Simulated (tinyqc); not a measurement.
Schottky barrier on an n-type semiconductor, non-linear Poisson equation by Newton steps: one step of the calculation.

One dimension, metal at x = 0, donor density C(x) = Nd, uniform. Energies are counted from the electron Fermi level of the semiconductor and the conduction-band edge is Ec = -psi, so n = Nc exp(psi/Vt); holes follow the Fermi level of the metal, at -V, so p = Nv exp((V - psi - Eg)/Vt). Ends: psi(0) = V - phiB and psi = Vt ln(Nd/Nc) deep inside. Boltzmann statistics, full ionisation, no current, no image force in the Poisson equation.

Question. End potentials, built-in voltage, Debye length. psi_0 = V - phiB, psi_b = Vt ln(Nd/Nc), Vbi = phiB - Vt ln(Nc/Nd), LD = sqrt(eps0 eps_r Vt/(q Nd)), W = sqrt(2 eps0 eps_r (Vbi - V)/(q Nd)), hole density at the metal p_0 = Nv exp((phiB - Eg)/Vt).

Parameters, values chosen for the exercise; band and dielectric values those of a made-up semiconductor: temperature T = 300 K; band gap Eg = 0.926 eV; relative permittivity eps_r = 14.4; conduction-band density of states at T Nc = 2.44e19 cm^-3; valence-band density of states at T Nv = 3.28e19 cm^-3; donor density deep in the semiconductor Nd = 1.2e18 cm^-3; barrier height phiB = 0.59 eV; bias of the metal against the semiconductor V = 0.08 V.

Constants: q = 1.602176634e-19 C, kB = 1.380649e-23 J/K, Vt = kB T/q, eps0 = 8.8541878128e-14 F/cm where lengths are in cm. Results are converted to the units shown.

Wanted: psi_0; psi_b; Vbi; LD; W for uniform Nd; p_0.

Answer.

psi_0 = -0.5100 V
psi_b = -0.07787 V
Vbi = 0.5121 V
LD = 4.141 nm
W for uniform Nd = 23.94 nm
p_0 = 7.436e13 cm^-3

The hole density at the metal is 6.2e-5 times Nd, so holes hardly matter.

Computed by the program tinyqc: `OMP_NUM_THREADS=1 python tinyqc.py 2020112 2020113 out.jsonl`, one thread of a shared Intel Xeon 2.30GHz, about 0.06 s for the whole run.
